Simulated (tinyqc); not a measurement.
Spectrum around the optical phonon: single-oscillator infrared dielectric function of a polar cubic crystal. Computed by tinyqc, a small Python program. Command: `OMP_NUM_THREADS=1 python tinyqc.py 3023653 3023654 out.jsonl infrared walk`. One thread of a shared host (Intel(R) Xeon(R) Processor @ 2.30GHz), about 0.01 s of CPU time with the checks.

One ion pair, charges +Z* and -Z*, in a cell of volume Omega = a^3/4. Frequencies omega are given as wavenumbers (1/cm); eps_s is the static dielectric constant.

Inputs (values chosen for the exercise, modelled on potassium chloride):
```
quantity              value      unit
lattice constant a     6.29  angstrom
mass M_A               39.1         u
mass M_B              35.45         u
omega_TO                142      1/cm
Born charge Z*          1.1         e
eps_inf                2.14         -
phonon damping gamma    5.8      1/cm
```

Structure: rock salt. Free carriers: absent.

Constants: nu for 1 eV/(angstrom^2 u) = 15.6333042 THz; 1 THz = 33.35640952 1/cm; e^2/(4 pi eps_0) = 14.39964548 eV angstrom.

Method:
- mu = M_A M_B/(M_A + M_B); ionic plasma term W^2 = 4 pi Z*^2 (e^2/(4 pi eps_0))/(Omega mu) in eV/(angstrom^2 u), turned into 1/cm by W = 15.6333042 x 33.35640952 x sqrt(W^2); omega_LO^2 = omega_TO^2 + W^2/eps_inf; eps_s = eps_inf + W^2/omega_TO^2; Szigeti charge 3 Z*/(eps_inf + 2); longitudinal (Callen) charge Z*/eps_inf.
- eps(omega) = eps_inf + W^2/(omega_TO^2 - omega^2 - i gamma omega); n + i k = sqrt(eps) with k >= 0; R = |(n + i k - 1)/(n + i k + 1)|^2 at normal incidence from vacuum.
- The loss function is Im(-1/eps).

omega_LO = 210.277 1/cm

W = 226.874 1/cm

Spectrum:
```
omega (1/cm)      Re eps     Im eps          R  Im(-1/eps)
71                5.5410   0.092610    0.16300   0.0030155
121               11.311     1.1654    0.29497   0.0090127
138               32.561     21.740    0.54051    0.014183
142                 2.14     62.496    0.69634    0.015982
159              -7.6026     1.7558    0.86590    0.028840
176              -2.5786    0.44550    0.85800    0.065060
197             -0.61030    0.16854    0.76853     0.42044
210           -0.0048416    0.10914    0.41647      9.1444
214              0.13659   0.097013    0.19905      3.4564
223              0.40235   0.076018   0.050396     0.45339
242              0.80138   0.048930  0.0032395    0.075907
315               1.4893   0.015037  0.0098594   0.0067786
526               1.9394  0.0023862   0.026927  6.3443e-04
```

What does the comparison show, and why?

R peaks among these rows at 159 per cm with 0.87 and is lowest, 0.003, at 242; far above omega_LO it tends to ((sqrt(eps_inf) - 1)/(sqrt(eps_inf) + 1))^2 = 0.035. Im eps is largest at 142 and the loss function at 210: absorption marks the TO mode and the loss function the LO mode. Re eps is negative in some rows, where R averages 0.73.

Extremes, crossings and ranges named in words are read from the listed rows.
